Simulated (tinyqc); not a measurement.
Capacitance shares from swing and barrier lowering.

Problem. Below threshold the charge is negligible, so the band edge moves as -(aG Vg + aD Vd), aG = CG/CS, aD = CD/CS (CG, CD the capacitances of the barrier top to gate and drain, CS the total), and I goes as exp((aG Vg + aD Vd)/Vt) once Vd is well above Vt. Find aG, aD, CS and CD.

Values chosen for this exercise: temperature T = 250 K.

Constants: q = 1.602176634e-19 C, kB = 1.380649e-23 J/K, Vt = kB T/q. Results are converted to the units shown.

swing = 59.765491 mV/decade
DIBL = 128.91566 mV/V
CG = 1.9749166 pF/cm

Answer. The swing is Vt ln 10/aG and the DIBL, -dVg/dVd at fixed current, is aD/aG.

aG = 0.8300
aD = 0.1070
CS = 2.379 pF/cm
CD = 0.2546 pF/cm

Numbers from tinyqc (`OMP_NUM_THREADS=1 python tinyqc.py 2400139 2400140 out.jsonl`; about 0.04 s on one thread of a shared Intel Xeon 2.30GHz).
